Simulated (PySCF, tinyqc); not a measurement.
Worked calculation: coupled-perturbed Hartree-Fock on RHF in the sto-3g basis, for BeH+, spin multiplicity 1. The lowest restricted solution is unstable here: a spin-polarised one lies 0.0021 hartree lower (PySCF). One step of it, computed by the program tinyqc.

Problem. Orthogonalisation. S = U s U^T; symmetric (Loewdin) form X = U s^(-1/2) U^T, so that X^T S X = 1.

overlap S:
```
,1Be 1s,1Be 2s,1Be 2px,1Be 2py,1Be 2pz,2H 1s
1Be 1s,1.000000,0.259517,0.000000,0.000000,0.000000,0.028736
1Be 2s,0.259517,1.000000,0.000000,0.000000,0.000000,0.310400
1Be 2px,0.000000,0.000000,1.000000,0.000000,0.000000,0.000000
1Be 2py,0.000000,0.000000,0.000000,1.000000,0.000000,0.000000
1Be 2pz,0.000000,0.000000,0.000000,0.000000,1.000000,0.395903
2H 1s,0.028736,0.310400,0.000000,0.000000,0.395903,1.000000
```

Give: eigenvalues of S; X.

Solution.

eigenvalues of S: 0.477  0.797  1.000  1.000  1.184  1.542

X:
```
,1Be 1s,1Be 2s,1Be 2px,1Be 2py,1Be 2pz,2H 1s
1Be 1s,1.027,-0.142,0.000,0.000,-0.008,0.021
1Be 2s,-0.142,1.074,0.000,0.000,0.059,-0.191
1Be 2px,0.000,0.000,1.000,0.000,0.000,0.000
1Be 2py,0.000,0.000,0.000,1.000,0.000,0.000
1Be 2pz,-0.008,0.059,0.000,0.000,1.073,-0.238
2H 1s,0.021,-0.191,0.000,0.000,-0.238,1.118
```
